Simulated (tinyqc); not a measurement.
Conversion gain and read noise from the photon-transfer curve.

Inverse problem. Temporal variance = CG x mean output + vn^2 (dark signal removed), CG = q As/Cf. Find CG, vn, the read noise in electrons and Cf.

Parameters, values chosen for the exercise: source-follower gain As = 0.92.

Constants: q = 1.602176634e-19 C. Results are converted to the units shown.

temporal variance at mean outputs of 73 and 440 mV (mV^2): [5.133714464, 30.89366297]

Solution. Poisson statistics make the slope equal to CG; the intercept is vn^2.

CG = 70.2 uV/electron
vn = 99.0 uV
read noise = 1.41 electrons
Cf = 2.10 fF

tinyqc, about 0.01 s, one thread, Intel Xeon 2.30GHz (shared host): `OMP_NUM_THREADS=1 python tinyqc.py 2630001 2630002 out.jsonl`
